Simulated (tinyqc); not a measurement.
## Random telegraph noise from one oxide trap in a small MOSFET: effect of the gate length

An acceptor-like trap exchanges electrons with the channel. Inversion charge Q = Cox u, u = n Vt W0(exp((Vg - VT)/(n Vt))), W0 the Lambert function, n = nf, Cox = eps0 eox/tox; linear regime Id = (W/L) mu Q Vd. Relative to threshold the surface potential rises by Vt ln(u/u0) and the oxide voltage by the rest of Vg - VT, with u0 = n Vt W0(1).

N = Cox u/q; dpsi = Vt ln(u/u0); E = E0 - dpsi - (xt/tox)(Vg - VT - dpsi); capture time tc = 1/[(N/zi) vth s0 exp(-xt/lt - EB/Vt)]; emission time te = tc exp(-E/Vt); occupancy te/(tc + te). A = W L; threshold step dV = q (1 - xt/tox)/(Cox A); gm/Id = 1/(u + n Vt); relative step dI/I = (gm/Id) dV + asc mu/A. fc = (1/tc + 1/te)/(2 pi); rms = (dI/I) sqrt(tc te)/(tc + te).

Values chosen for this exercise; values of the order met in silicon transistors: temperature T = 250 K; relative permittivity of the gate insulator (close to silicon dioxide) eox = 3.9; insulator thickness tox = 2.2 nm; depth of the trap from the channel interface xt = 0.25 nm; trap level above the channel Fermi level at threshold E0 = 0.13 eV; capture prefactor s0 = 2e-16 cm^2; capture barrier (lattice relaxation) EB = 0.33 eV; tunnelling decay length lt = 0.11 nm; thermal velocity vth = 1.5e7 cm/s; thickness of the inversion layer zi = 1.7 nm; threshold voltage VT = 0.29 V; body factor nf = 1.37; gate width W = 30 nm; mobility mu = 120 cm^2/(V s); scattering coefficient of the charged trap asc = 3e-16 V s; drain voltage Vd = 0.02 V; gate voltage Vg = 0.81 V.

Constants: q = 1.602176634e-19 C, kB = 1.380649e-23 J/K, Vt = kB T/q, eps0 = 8.8541878128e-14 F/cm where lengths are in cm. Results are converted to the units shown.

The same in every row: E (eV) = 0.0084756; tc (s) = 5.7293e-4; te (s) = 3.8658e-4; occupancy = 0.40289; fc (Hz) = 689.49.

Effect of the gate length:
```
L (nm)  dI/I (%)  rms dI/I (%)
15        5.0801        2.4917
25        3.0480        1.4950
41        1.8586       0.91158
67        1.1373       0.55783
110      0.69273       0.33977
180      0.42334       0.20764
300      0.25400       0.12458
500      0.15240      0.074750
```

As L goes from 15 to 500, tc stays at 5.73e-4 s, te stays at 3.87e-4 s and dI/I falls from 5.08 to 0.152 %. The step goes as 1/(W L), while the times do not depend on the size.

Range of the model: VT is taken as given; short-channel effects and the uneven flow of current among few electrons are left out.

Computed by the program tinyqc: `OMP_NUM_THREADS=1 python tinyqc.py 2710045 2710046 out.jsonl`, one thread of a shared Intel Xeon 2.30GHz, about 0.01 s for the whole run.
